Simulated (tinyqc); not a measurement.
Ways to reach the isolated limit: finite-size error of a charged defect in a periodic cell: Madelung and Makov-Payne terms. Computed by tinyqc, a small Python program. Command: `OMP_NUM_THREADS=1 python tinyqc.py 3011272 3011273 out.jsonl imagecharge walk`. One thread of a shared host (Intel(R) Xeon(R) Processor @ 2.30GHz), about 0.04 s of CPU time with the checks.

L is the cube root of the cell volume. The defect charge is a Gaussian, rho(r) = q (2 pi sigma^2)^(-3/2) exp(-r^2/2 sigma^2), repeated periodically in a uniform neutralising background and screened by a continuum. The model cell energy is E(L) = E_0 + [periodic - isolated electrostatic energy].

Inputs (values chosen for the exercise, with screening close to that of 4H-SiC):
```
quantity                                     value      unit
charge q                                        -2         e
cell length L                                 16.8  angstrom
dielectric constant eps                       9.84         -
width sigma of the defect charge               1.3  angstrom
formation energy of the isolated defect E_0  3.076        eV
```

Supercell lattice: sc. Screening: isotropic.

scatter added to the six cells, standing for numerical noise (meV): 0.67  0.087  -0.57  0.22  -1.4  -0.48

Constants: e^2/(4 pi eps_0) = 14.39964548 eV angstrom.

Method:
- Cell vectors: (1,0,0), (0,1,0), (0,0,1), scaled to volume L^3.
- Ewald sum for a unit point charge: scale each Cartesian component of the cell by 1/sqrt(eps_i), giving R', G' and V'; E = [ (1/2) sum erfc(eta R')/R' + (2 pi/V') sum exp(-G'^2/4 eta^2)/G'^2 - eta/sqrt(pi) - pi/(2 V' eta^2) ] e^2/(4 pi eps_0) / sqrt(eps_x eps_y eps_z), over n_i = -6..6, omitting n = (0,0,0), eta = 2/V'^(1/3). alpha = -2 E eps_g L/(e^2/(4 pi eps_0)), eps_g = (eps_x eps_y eps_z)^(1/3).
- Periodic energy of the Gaussian: (2 pi q^2/V) sum_(G != 0) exp(-sigma^2 G^2)/(G.eps.G) x e^2/(4 pi eps_0), n_i = -k..k with k = max(9, L/sigma rounded up). Isolated energy: q^2/(2 sqrt(pi) sigma) <1/(n.eps.n)> e^2/(4 pi eps_0), the mean over directions n, here 1/eps.
- Cells of the same shape with L scaled by 0.7, 0.85, 1, 1.25, 1.5 and 2; the scatter is added to E(L).
- The point-charge correction scales as 1/L from its value at the input L.
- Least-squares fits of E(L) to a + b/L, a + c/L^3 or a + b/L + c/L^3; the estimate is a, and errors are against E_0.

Scaling data:
```
L (angstrom)  1/L (1/angstrom)  E(L) (eV)  E(L) + point-charge correction (eV)
11.76                0.0850340    2.40876                              3.11489
14.28                0.0700280    2.51591                              3.09743
16.80                0.0595238    2.59425                              3.08854
21.00                0.0476190    2.68750                              3.08293
25.20                0.0396825    2.74896                              3.07848
33.60                0.0297619    2.83001                              3.07716
```

point-charge correction -q^2 E = 0.494291 eV

nearest image = 16.8 angstrom

Estimates of E_0:
```
way                              estimate (eV)  error (meV)
largest cell, uncorrected               2.8300      -245.99
largest cell, point-charge term         3.0772         1.16
1/L fit, three smallest                 3.0258       -50.23
1/L fit, all six                        3.0524       -23.55
1/L^3 fit, all six                      2.7838      -292.17
1/L and 1/L^3, three smallest           3.0694        -6.63
1/L and 1/L^3, all six                  3.0753        -0.71
corrected data, 1/L^3 fit               3.0752        -0.78
```

coefficient b of the full fit = -8.3061 eV angstrom

Best here: 1/L and 1/L^3, all six (-0.7 meV); worst: 1/L^3 fit, all six (-292 meV). The fitted b is 100.0 % of the Madelung value -q^2 alpha e^2/(8 pi eps_0 eps_g), so such a fit also measures the screening. The three-term fit to three small cells has no spare point and magnifies the scatter. A pure 1/L fit lands below E_0, because the positive 1/L^3 term flattens the small-cell points.

Extremes, crossings and ranges named in words are read from the listed rows.
